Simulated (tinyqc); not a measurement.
Worked calculation: delta-doped layer in the Thomas-Fermi potential. Values are carried at full precision from step to step, so a last printed digit may differ when a step is redone from the rounded ones.

All donors ionised in the plane z = 0, zero temperature, energies from the Fermi level EF of the Thomas-Fermi model, which lies at the bulk band edge; c = hbar^2/2m0, q = e^2/(4 pi eps0). gv = 4 equivalent valleys, m_d = sqrt(m3^3/mz) in the plane. With n = (gv/3 pi^2)(m3 (-V)/c)^(3/2) and V'' = -(4 pi q/eps) n for z > 0, the solution is V = -b/(|z| + z0)^4 with sqrt(b) = 20/K, K = (4 pi q/eps)(gv/3 pi^2)(m3/c)^(3/2), and z0^5 = 4b/(e F0), e F0 = 2 pi q N/eps; 1e13/cm^2 = 1e-3/angstrom^2. Exchange and correlation are left out.

Constants: hbar^2/2m0 = 3.80998211 eV angstrom^2; e^2/(4 pi eps0) = 14.39964547 eV angstrom.

Inputs chosen for the exercise (near those of a delta-doped layer in Ge; not measured data): m3 = 0.224 m0 (density-of-states mass of a valley); mz = 0.125 m0 (mass along z); eps = 16.2 (dielectric constant); N = 3.1 x 1e13/cm^2 (donor sheet density).

## The Thomas-Fermi well

Give K, b, e F0, z0 and the depth b/z0^4.

K = 0.021512 eV^(-1/2) angstrom^-2
b = 8.6440e+05 eV angstrom^4
e F0 = 0.017313 eV/angstrom
z0 = 45.72 angstrom
depth = 0.1979 eV

Half of the electrons lie within |z| < (2^(1/5) - 1) z0 = 6.8 angstrom. The mean donor spacing in the plane is 18.0 angstrom, against a Bohr radius 0.529177 eps/m3 = 38.3 angstrom: the orbits overlap many donors, so a smeared sheet is a fair model in the plane. Across the plane the Thomas-Fermi density is more peaked than that of the quantised subbands, the more so the fewer are filled.

## Profile

V = -b/(|z| + z0)^4, n and the share of electrons beyond |z|, (z0/(|z| + z0))^5, at z = 0, 0.1, 0.25, 0.5, 1 and 2 times z0; n = (eps/(4 pi q)) 20 b/(|z| + z0)^6, q = e^2/(4 pi eps0), 1/angstrom^3 = 1e24/cm^3.

Profile:
```
z (angstrom),V (eV),n (1e19/cm^3),share beyond
0.0,-0.1979,17.0,1.000
4.6,-0.1352,9.57,0.621
11.4,-0.0811,4.44,0.328
22.9,-0.0391,1.49,0.132
45.7,-0.0124,0.265,0.031
91.4,-0.0024,0.0233,0.004
```

## Subbands

Subbands solve -(c/m_z) psi'' + V psi = E psi on 1280 points of spacing z0/80; up to ten levels for each group, kept if bound with an rms width below 2.5 z0.

List the bound levels with their rms width.

Subbands:
```
label,valleys g,m_d (m0),E (eV),rms z (angstrom)
0,4,0.2999,-0.0653,19.2
```

## Filling the subbands

At zero temperature n_i = g m_d (mu - E_i)/(2 pi c) for E_i < mu, c = hbar^2/2m0; find mu from sum n_i = N (1e13/cm^2 = 1e-3/angstrom^2).

mu = -0.0034 eV

n_i in the order of the list (1e13/cm^2): 3.100

1 subband filled in part, the lowest with 100 % of the electrons. The potential was built for a Fermi level at 0; filling its quantised levels puts mu 1.7 % of the depth below that; with so few subbands the Thomas-Fermi picture is crude, and a close match would be chance.

## Estimate from a V-shaped well

Near z = 0 the well is -depth + e F0 |z|, whose levels are a (c (e F0)^2/m_z)^(1/3) with a = 1.018793 (even) and 2.338107 (odd); c = hbar^2/2m0, m_z = mz.

levels 0 and 1 (eV): 0.0151  0.2909

Level 0 comes out 80 meV too high, since screening flattens the true well away from the plane, and both levels land above the rim at 0.

## Checks

- Integral of the Thomas-Fermi density against N, 1e13/cm^2: both 3.100.
- Lowest level on a finer grid (z0/200), eV: both -0.065.

Run: tinyqc, `OMP_NUM_THREADS=1 python tinyqc.py 1280948 1280949 out.jsonl`; Intel(R) Xeon(R) Processor @ 2.30GHz, one thread, shared host; about 0.1 s of CPU time with all checks.
